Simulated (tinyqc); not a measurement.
Inside a calculation. Model: resistance of a tapered via with liner, size effect and interface.

Computed by the program tinyqc: `OMP_NUM_THREADS=1 python tinyqc.py 2750014 2750015 out.jsonl`, one thread of a shared Intel Xeon 2.30GHz, about 0.01 s for the whole run. Printed values are rounded.

A round via whose diameter grows from db at the bottom as D(z) = db + 2 z/tan(ang). The fill, of diameter D - 2 tl, starts above the bottom liner (thickness fb tl) and has rho = rho0 (1 + ks lam/(D - 2 tl)); the sidewall liner conducts in parallel with it. The bottom liner and the interface are crossed over the full area pi db^2/4. Spreading in the lines above and below is left out.

Values chosen for this exercise; fill metal close to tungsten: diameter at the bottom db = 9.9 nm; height hv = 26 nm; sidewall angle ang = 85 degrees; bulk resistivity of the fill rho0 = 5.45 uohm cm; mean free path of the fill lam = 15.9 nm; size-effect factor ks = 1.1; liner on the sidewall tl = 2 nm; liner at the bottom over that on the sidewall fb = 0.7; resistivity of the liner rl = 390 uohm cm; interface resistivity at the bottom ri = 1e-12 ohm cm^2; ballistic conductance per area, about 3/(4 rho0 lam) Sb = 9.1e14 S/m^2.

## Slices of the via

Slices between z0 = fb tl and hv, evaluated at their midpoints: conductance per length pi/4 [(D - 2 tl)^2/rho + (D^2 - (D - 2 tl)^2)/rl], slice resistance = slice height over that. 7 slices.

```
slice   z (nm)   D (nm)  rho (uohm cm)  slice resistance (ohm)
0      3.15714  10.4524        20.2228                 20.0459
1      6.67143  11.0673        18.9374                 15.8475
2      10.1857  11.6823        17.8579                 12.7718
3         13.7  12.2972        16.9383                 10.4653
4      17.2143  12.9121        16.1456                 8.69993
5      20.7286  13.5270        15.4553                 7.32429
6      24.2429  14.1420        14.8486                 6.23519
```

## Total resistance

R_fill = sum of the slices; R_bottom = rl fb tl/(pi db^2/4); R_interface = ri/(pi db^2/4); ballistic (Sharvin) limit 1/(Sb pi (db - 2 tl)^2/4); ideal cylinder rho0 hv/(pi db^2/4).

parts (ohm): fill 81.3899, bottom liner 70.9304, interface 1.29909
R = 153.619 ohm
shares (%): fill 52.9815, bottom liner 46.1728, interface 0.8457
ballistic limit = 40.1943 ohm
ideal cylinder = 18.4081 ohm

The fill is the largest part, and R is 8.35 times the ideal cylinder. With 2000 slices R = 153.83 ohm.
